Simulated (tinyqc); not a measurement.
Metal-interlayer-semiconductor contact, depinning against tunnelling resistance: one step of the calculation.

Zero bias, n-type semiconductor. Gap states at the semiconductor surface thin out as exp(-be ti), which unpins the barrier; electrons must then cross the interlayer (a rectangular barrier, no voltage drop across it) and the parabolic depleted layer, both by WKB. Energies E are counted from the Fermi level; no image force, parabolic bands.

Task. Exponents and integrand on an energy grid. With U = phiB - xi: for xi < E < phiB, y = (E - xi)/U and G1 = (U/E00) [sqrt(1 - y) - y ln((1 + sqrt(1 - y))/sqrt(y))], G1 = 0 above phiB; G2 = 2 ti sqrt(mi max(phiB + dE - E, 0)/C), C = hbar^2/(2 m0); f = 1/(1 + exp(E/Vt)); integrand exp(-G1 - G2) f.

Inputs (values chosen for the exercise); semiconductor values close to those of gallium nitride; interlayer mass of the order of that in strontium titanate, offset chosen freely: temperature T = 300 K; interlayer thickness ti = 0.7 nm; conduction-band offset of the interlayer above the semiconductor dE = 0.21 eV; tunnelling mass in the interlayer mi = 0.61 m0.

Constants: q = 1.602176634e-19 C, kB = 1.380649e-23 J/K, hbar = 1.054571817e-34 J s, m0 = 9.1093837015e-31 kg, Vt = kB T/q, hbar^2/(2 m0) = 0.0380998212 eV nm^2. Results are converted to the units shown.

E, point 0 to 12 (eV): -0.21  -0.16667  -0.12333  -0.08  -0.03667  0.00667  0.05  0.09333  0.13667  0.18  0.22333  0.26667  0.31
phiB = 0.35756353 eV
xi = -0.21064054 eV
E00 = 0.085213351 eV

Wanted: G1; G2; f; integrand.

Result.

```
point      G1      G2          f  integrand (1e-4)
0      6.6335  4.9397    0.99970            0.0941
1      5.3972  4.8001    0.99842            0.3721
2      4.5064  4.6563    0.99160            1.0400
3      3.7588  4.5079    0.95667            2.4580
4      3.1089  4.3545    0.80510            4.6189
5      2.5356  4.1954    0.43585            5.2012
6      2.0273  4.0301    0.12630            2.9560
7      1.5767  3.8577   0.026335            1.1492
8      1.1793  3.6772  0.0050333            0.3915
9      0.8330  3.4874  9.4563e-4            0.1257
10     0.5374  3.2867  1.7707e-4            0.0387
11     0.2942  3.0728  3.3123e-5            0.0114
12     0.1095  2.8430  6.1976e-6            0.0032
```

Numbers from tinyqc (`OMP_NUM_THREADS=1 python tinyqc.py 2270109 2270110 out.jsonl`; about 0.04 s on one thread of a shared Intel Xeon 2.30GHz).
